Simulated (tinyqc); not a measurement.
Electron-beam lithography: double-Gaussian proximity function, edge placement and dose correction for parallel lines. From width change per 1 % of dose back to forward range alpha. Computed by tinyqc, a small Python program. Command: `OMP_NUM_THREADS=1 python tinyqc.py 3111358 3111359 out.jsonl proximity inv`. One thread of a shared host (Intel(R) Xeon(R) Processor @ 2.30GHz), about 0.01 s of CPU time with the checks.

Lines are infinitely long. Absorbed energy is counted so that the middle of a very large area written at dose 1 receives 1; the resist develops where it exceeds 1/2.

Inputs (values chosen for the exercise, of the order of those for 50 keV electrons in resist on silicon):
```
quantity                              value               unit
backscatter ratio eta                   0.5                  -
base dose D0                            370  microcoulomb/cm^2
width of the test line                  0.1         micrometre
pattern density around the test line   0.27                  -
```

Method. A test line of width w << beta in surroundings of density rho, all at dose d: near its edge E(x) = d [S + eta rho]/(1 + eta), S = [erf((b - x)/alpha) - erf((a - x)/alpha)]/2 for edges a and b, the second term being the background energy. Dose to size d_s = (1 + eta)/(erf(w/alpha) + 2 eta rho), dose = d_s D0; edge slope d [1 - exp(-w^2/alpha^2)]/(sqrt(pi) alpha (1 + eta)); width change per 1 % of dose = 2 x 0.01 x (1/2)/slope.

Task: A run gave the result below. Find the forward range alpha, known to lie between 0.016 and 0.037 micrometre.

width change per 1 % of dose = 0.4733887 nm

Result:

Each step takes the trial c = (a f_b - b f_a)/(f_b - f_a), f being the result less the target and a, b, c the logarithms of the listed values; c replaces end b, the old b replaces a if the sign of f changed, and otherwise f_a is halved.

Scan of the range:
```
forward range alpha (micrometre)  width change per 1 % of dose (nm)
0.0160                                                     0.360163
0.0184                                                     0.414187
0.0212                                                     0.477215
0.0243                                                     0.546997
0.0280                                                     0.630286
0.0322                                                     0.724868
0.0370                                                     0.833350
```

False position (Illinois rule, in the logarithm of the input) inside the bracket:
```
step      end a      end b      trial  width change per 1 % of dose (nm)
1     0.0184000  0.0212000  0.0210185                           0.473129
2     0.0212000  0.0210185  0.0210300                           0.473388
3     0.0212000  0.0210300  0.0210300                           0.473390
4     0.0210300  0.0210300  0.0210300                           0.473389
```

Width change per 1 % of dose rises at every point of a 13-point scan of the range (every second point is shown), so one value fits; it is bracketed by 0.0184 and 0.0212. Answer: forward range alpha = 0.02103 micrometre.
